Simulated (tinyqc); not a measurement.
What moves the results: eight-band Kane k.p model. A value that a table varies takes the place of the one given here.

Eight-band Kane model, basis S, X, Y, Z times spin, zero of energy at the top of the unstrained valence band, c = hbar^2/2m0. Within each spin: H_SS = Eg + A c k^2, H_SX = i P kx (likewise Y, Z), H_XX = -Dso/3 + L kx^2 + M (ky^2 + kz^2), H_XY = N kx ky, and cyclic. Spin-orbit term (Dso/3) L.sigma on X, Y, Z with (L_k)_ij = -i epsilon_kij: <X+|H|Y+> = -i Dso/3, <X+|H|Z-> = Dso/3, <Y+|H|Z-> = -i Dso/3, <Z+|H|X-> = -Dso/3, <Z+|H|Y-> = i Dso/3, <X-|H|Y-> = i Dso/3, and their conjugates; + and - are the spin along z. Terms from inversion asymmetry are left out, so every level is twofold.

P = sqrt(Ep c); A = 1/me - Ep (Eg + 2 Dso/3)/(Eg (Eg + Dso)) keeps the electron mass; g1' = g1 - Ep/(3 Eg), g2' = g2 - Ep/(6 Eg), g3' = g3 - Ep/(6 Eg) remove the coupling to S that the Luttinger values already hold; L = -c (g1' + 4 g2'), M = -c (g1' - 2 g2'), N = -6 c g3'.

Constants: hbar^2/2m0 = 3.80998211 eV angstrom^2.

Inputs chosen for the exercise (near those of InAs; shifted at random, so the results belong to these values and not to a real crystal):
```
symbol  value  unit        meaning
Eg      0.417  eV          gap at Gamma to the s-like level
Dso     0.387  eV          spin-orbit splitting
Ep      21.4   eV          Kane energy
me      0.026  m0          electron mass at Gamma
g1      20                 Luttinger gamma1
g2      8.49               gamma2
g3      9.2                gamma3
kmax    0.05   1/angstrom  end of the path
```

## Non-parabolicity of the conduction band

Unstrained, along [111], six points up to kmax. Parabolic: E = c k^2/me. Two-band form: E (1 + alpha E) = c k^2/me with alpha = (1 - me)^2/Eg. The column alpha(k) solves that form for alpha with the eight-band energy. Energies from the conduction edge.

Energies:
```
|k| (1/angstrom),parabolic (eV),two-band (eV),eight-band (eV),alpha(k) (1/eV),parabolic / eight-band
0.0083,0.0102,0.0100,0.0099,2.763,1.027
0.0167,0.0407,0.0375,0.0369,2.804,1.103
0.0250,0.0916,0.0778,0.0753,2.866,1.216
0.0333,0.1628,0.1264,0.1202,2.945,1.354
0.0417,0.2544,0.1804,0.1683,3.037,1.511
0.0500,0.3663,0.2377,0.2176,3.142,1.684
```

alpha = 2.275 1/eV

At the last point the parabola lies a factor 1.68 above the eight-band value, and the two-band form 20.2 meV above it. The parabola stays within 5 % up to |k| = 0.0083 1/angstrom of the points listed. alpha(k) goes from 2.763 to 3.142 1/eV, a spread of 13.7 % over this range; the simple rule gives 2.275, 18 % below the first value, as it knows neither Dso nor the remote terms.

## Four, six or eight bands for the holes

Unstrained, along [100]. Six bands: the X, Y, Z block alone with the full g1, g2, g3 in L, M, N. Four bands: the same with Dso sent to infinity. HH, LH and SO name the pairs from the top.

Valence levels (eV):
```
|k| (1/angstrom),HH 4,HH 6,HH 8,LH 4,LH 6,LH 8,SO 6,SO 8
0.0083,-0.0008,-0.0008,-0.0008,-0.0098,-0.0097,-0.0095,-0.3924,-0.3901
0.0167,-0.0032,-0.0032,-0.0032,-0.0391,-0.0374,-0.0352,-0.4099,-0.3998
0.0250,-0.0072,-0.0072,-0.0072,-0.0881,-0.0789,-0.0709,-0.4438,-0.4168
0.0333,-0.0128,-0.0128,-0.0128,-0.1565,-0.1266,-0.1106,-0.5016,-0.4422
0.0417,-0.0200,-0.0200,-0.0200,-0.2446,-0.1720,-0.1501,-0.5919,-0.4773
0.0500,-0.0288,-0.0288,-0.0288,-0.3522,-0.2099,-0.1865,-0.7198,-0.5228
```

At |k| = 0.0500 the heavy holes of the three models span 0.0 meV and the light holes 165.7 meV. The split-off band moves the light hole by +142.3 meV and treating the conduction band exactly moves it by +23.4 meV more; the split-off band matters more here, where the four-band light-hole energy is 0.91 times Dso and 0.84 times Eg.

## What each parameter does

Unstrained; levels at |k| = kmax along [111], all derived values formed anew. Each row changes one parameter from the base and keeps the others.

Results:
```
case,conduction (eV),heavy hole (eV),light hole (eV),split-off (eV)
base,0.6346,-0.0152,-0.1823,-0.5338
Eg = 0.3753 eV,0.5906,-0.0152,-0.1839,-0.5164
Dso = 0.3483 eV,0.6331,-0.0152,-0.1744,-0.5058
Ep = 23.54 eV,0.6376,-0.0152,-0.1856,-0.5256
me = 0.0234 m0,0.6651,-0.0152,-0.1777,-0.5282
g1 = 22,0.6297,-0.0343,-0.1992,-0.5501
g2 = 9.339,0.6346,-0.0152,-0.1823,-0.5338
g3 = 8.28,0.6433,-0.0328,-0.1875,-0.5198
```

The largest shifts from the base row, up to three for each result and ties (the steps differ in size, so this ranks the rows, not the parameters). conduction (eV): Eg -0.0440, me +0.0305, g3 +0.0088; unchanged at the printed digits by g2. heavy hole (eV): g1 -0.0190, g3 -0.0175; unchanged at the printed digits by Eg, Dso, Ep, me and g2. light hole (eV): g1 -0.0169, Dso +0.0079, g3 -0.0052; unchanged at the printed digits by g2. split-off (eV): Dso +0.0280, Eg +0.0174, g1 -0.0164; unchanged at the printed digits by g2. Along [111] the heavy hole follows g1 - 2 g3 alone.

Program tinyqc; command `OMP_NUM_THREADS=1 python tinyqc.py 1080812 1080813 out.jsonl`; about 0.01 s on one thread of a shared Intel(R) Xeon(R) Processor @ 2.30GHz.
